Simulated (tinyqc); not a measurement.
Inside a calculation: defect, radiative and Auger recombination at equal electron and hole densities (ABC model). Values are carried at full precision from step to step, so a last printed digit may differ when a step is redone from the rounded ones.

J/(e d) = Ae n + B n^2 + C n^3 with Ae = A + 4 S/w (four side walls, carriers spread evenly), e = 1.602176634e-19 C, lengths in cm; internal efficiency IQE = B n^2/(Ae n + B n^2 + C n^3); all injected carriers recombine in the layer.

Inputs chosen for the exercise (orders of magnitude like those quoted for InGaAs; the results hold for these values, not for the real material):
- A = 44000000 1/s (defect rate)
- B = 1.3e-10 cm^3/s (radiative coefficient)
- C = 6.6e-29 cm^6/s (Auger coefficient)
- S = 0 cm/s (recombination velocity of the side walls)
- w = 3.6 micrometre (side of the square mesa)
- d = 53 nm (active thickness)
- J = 5.4 A/cm^2 (current density)
- ex = 0.81 (extraction efficiency)
- Eph = 0.8 eV (photon energy)

## The efficiency peak

IQE peaks at n_p = sqrt(Ae/C); with Q = B/sqrt(Ae C), IQE_max = Q/(Q + 2).

Ae = 4.400e+07 1/s
n_p = 8.165e+17 1/cm^3
Q = 2.412
IQE_max = 0.547
J at the peak = 135 A/cm^2

The side walls are taken as passivated.

## Carrier density at the given current

G = J/(e d). Newton steps from the smallest of G/Ae, sqrt(G/B) and (G/C)^(1/3); stop when the relative step is below 1e-9.

G = 6.359e+24 1/(cm^3 s)

Newton steps:
```
step  n (1/cm^3)   rate/G  relative step
1     1.4453e+17  1.45835          -0.24
2     1.1052e+17  1.02844         -0.022
3     1.0812e+17  1.00014       -0.00011
4     1.0810e+17  1.00000       -2.6e-09
5     1.0810e+17  1.00000        1.3e-16
```

n = 1.081e+17 1/cm^3

The start is an upper bound and the function is convex, so the steps fall monotonically; 5 are needed.

## Shares, lifetimes and light

Shares of the three paths; lifetime n/G = 1/(Ae + B n + C n^2); differential lifetime 1/(Ae + 2 B n + 3 C n^2) and bandwidth 1/(2 pi tau_d); optical power density ex IQE J Eph/e.

shares: defect 0.7480, radiative 0.2389, Auger 0.0131

lifetime = 17.0 ns
differential lifetime = 13.4 ns
bandwidth = 11.8 MHz
optical power density = 0.836 W/cm^2

The defect path is the largest; the device runs below its efficiency peak, where the defect and Auger shares are equal.

## Checks

- Density from Newton steps against bisection (1/cm^3): both 1.0810e+17.

Program tinyqc; command `OMP_NUM_THREADS=1 python tinyqc.py 1681223 1681224 out.jsonl`; about 0.01 s on one thread of a shared Intel(R) Xeon(R) Processor @ 2.30GHz.
